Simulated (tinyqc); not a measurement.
Convergence with the mesh: Wannier function of the lower band of a two-orbital chain.

H(k) = [[-d/2 - 2 ta cos k, -t1 - t2 exp(-ik)], [-t1 - t2 exp(ik), d/2 - 2 tb cos k]], k in 1/a, Bloch sums with exp(ikR) and without the positions inside the cell. Mesh k_j = 2 pi j/N. Projection gauge: each lower eigenvector u is multiplied by the phase that makes <trial|u> real and positive (the one-band case of Loewdin orthogonalisation). Wannier amplitudes w(R) = (1/N) sum_k exp(ikR) u(k); hoppings H(R) = (1/N) sum_k exp(-ikR) E(k).

Inputs chosen for the exercise: d = 1.44 eV (A at -d/2, B at +d/2); t1 = 1.19 eV (A-B in the cell); t2 = 1.07 eV (B to A of the next cell); ta = -0.06 eV (A-A between cells); tb = 0.1 eV (B-B between cells); xb = 0.52 a (position of B (A at 0)); th = 70 degrees (trial orbital cos(th) A + sin(th) B in cell 0).

Centre and Omega_I from overlaps M_j = u_j^+ diag(1, exp(-i b xb)) u_(j+1), b = 2 pi/N: centre -(1/2 pi) sum arg M, Omega_I = (1/(N b^2)) sum (1 - |M|^2). Largest error of the Fourier interpolation on 41 points from 0 to pi.

Mesh:

| N | centre (a) | Omega_I (a^2) | H(1) (eV) | largest error (meV) |
|---|---|---|---|---|
| 3 | 0.02048 | 0.05622 | -0.33331 | 186.962 |
| 4 | 0.02297 | 0.06182 | -0.38005 | 34.013 |
| 6 | 0.02422 | 0.07172 | -0.37198 | 8.420 |
| 8 | 0.02467 | 0.07633 | -0.37130 | 2.944 |
| 12 | 0.02499 | 0.08000 | -0.37121 | 0.359 |
| 16 | 0.02510 | 0.08136 | -0.37121 | 0.046 |
| 24 | 0.02518 | 0.08237 | -0.37121 | 0.001 |

How do the results move, and what explains it?

The interpolation error falls exponentially, from 34.0 meV at N = 4 to 0.359 at N = 12, because the hoppings decay exponentially for an isolated band (smallest gap 1.78 eV). Omega_I carries a finite-difference error and converges as a power: against the value 0.08320 on 400 points it is off by -0.00320 at N = 12 and -0.00083 at N = 24, an exponent of 1.94, near the limit 2.

(tinyqc, `OMP_NUM_THREADS=1 python tinyqc.py 1480241 1480242 out.jsonl`, Intel(R) Xeon(R) Processor @ 2.30GHz, 1 thread, shared host, about 0.1 s.)
